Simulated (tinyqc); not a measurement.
# Capacitance measurement on a leaky thin oxide: effects of series resistance and leakage: what changes with what

The device is a capacitance C in parallel with a leakage conductance G, in series with Rs and Ls. An impedance meter reports either a parallel pair (Cp, Gp) from Y = 1/Z = Gp + i w Cp or a series pair (Cs, Rm) from Z = Rm + 1/(i w Cs); w = 2 pi f, dissipation D = Gp/(w |Cp|).

Values chosen for this exercise; values of the order met in thin-oxide MOS capacitors:
```
symbol   value    unit                                                                 meaning
eox        8.9          relative permittivity of the gate insulator (close to aluminium oxide)
tox        5.2      nm                                                     insulator thickness
A          100    um^2                                                               gate area
zc        0.58      nm              oxide-equivalent thickness added by the accumulation layer
zp        0.33      nm                      oxide-equivalent thickness added by gate depletion
Jg      0.0001  A/cm^2              gate leakage current density, not matched to the thickness
Vs        0.37       V                               voltage for an e-fold rise of the leakage
Rs         240     ohm                                                       series resistance
Ls           0      nH                                                       series inductance
f        10000      Hz                                                     measuring frequency
```

Constants: eps0 = 8.8541878128e-14 F/cm where lengths are in cm. Results are converted to the units shown.

Each table varies one quantity; the others keep the values above.

## Readings against frequency

EOT = 3.9 tox/eox; CET = EOT + zc + zp; C = 3.9 eps0 A/CET; G = Jg A/Vs. Z = Rs + i w Ls + 1/(G + i w C); CET read from Cp = 3.9 eps0 A/Cp; errors under 0.001 % are printed as 0.

The same in every row: C (pF) = 1.083.

Results:
```
f (Hz)	Cp (pF)	Cs (pF)	D	error of Cp (%)	error of Cs (%)	CET read from Cp (nm)
1000	1.083	1.085	0.03972	0	0.158	3.189
3000	1.083	1.083	0.01324	0	0.0175	3.189
10000	1.083	1.083	0.003988	0	1.58e-3	3.189
30000	1.083	1.083	0.001373	0	0	3.189
1e5	1.083	1.083	5.605e-4	0	0	3.189
3e5	1.083	1.083	6.223e-4	0	0	3.189
1e6	1.083	1.083	0.001673	0	0	3.189
3e6	1.083	1.083	0.004912	-2.41e-3	0	3.189
3e7	1.080	1.083	0.04899	-0.239	0	3.196
```

Estimate the missing row, f = 1e7 Hz.

Computed row:
```
f (Hz)	Cp (pF)	Cs (pF)	D	error of Cp (%)	error of Cs (%)	CET read from Cp (nm)
1e7	1.083	1.083	0.01633	-0.0267	0	3.190
```

With this row back in the table: D goes from 0.0397 through a minimum of 5.61e-4 (at f = 1e5 Hz among the rows listed) to 0.0490; without inductance its minimum lies at f = sqrt(G (1 + G Rs)/Rs)/(2 pi C) = 1.56e5 Hz. The error of Cp goes from 0 to -0.239 % and that of Cs from 0.158 to 0 %; at low frequency Cp tends to C/(1 + G Rs)^2 and Cs grows as 1 + (G/(w C))^2. One of the two readings is within 2 % of C for f = 1000, 3000, 10000, 30000, 1e5, 3e5, 1e6, 3e6, 1e7, 3e7 Hz.

## Effect of the gate leakage current density, not matched to the thickness

Same model as above.

The same in every row: C (pF) = 1.083.

Effect of the gate leakage current density, not matched to the thickness:
```
Jg (A/cm^2)	Cp (pF)	Cs (pF)	D	error of Cp (%)	error of Cs (%)	CET read from Cp (nm)
1e-5	1.083	1.083	4.135e-4	0	0	3.189
0.0001	1.083	1.083	0.003988	0	1.58e-3	3.189
0.001	1.083	1.085	0.03974	0	0.158	3.189
0.02	1.083	1.766	0.7944	-2.59e-3	63.1	3.189
0.2	1.083	69.43	7.945	-0.0259	6310	3.189
2	1.080	6835	79.54	-0.259	6.31e5	3.197
30	1.042	1.538e6	1215	-3.78	1.42e8	3.314
300	0.7589	1.538e8	1.423e4	-29.9	1.42e10	4.550
```

As Jg goes from 1e-5 to 300, the error of Cp goes from 0 to -29.9 %, that of Cs from 0 to 1.42e10 %, and D rises from 4.14e-4 to 14200. The CET read from Cp goes from 3.19 to 4.55 nm against the true 3.19 nm. For Jg = 0.2, 2, 30, 300 D exceeds 1, where the accuracy of real meters degrades in proportion to sqrt(1 + D^2).

tinyqc, about 0.01 s, one thread, Intel Xeon 2.30GHz (shared host): `OMP_NUM_THREADS=1 python tinyqc.py 2022111 2022112 out.jsonl`
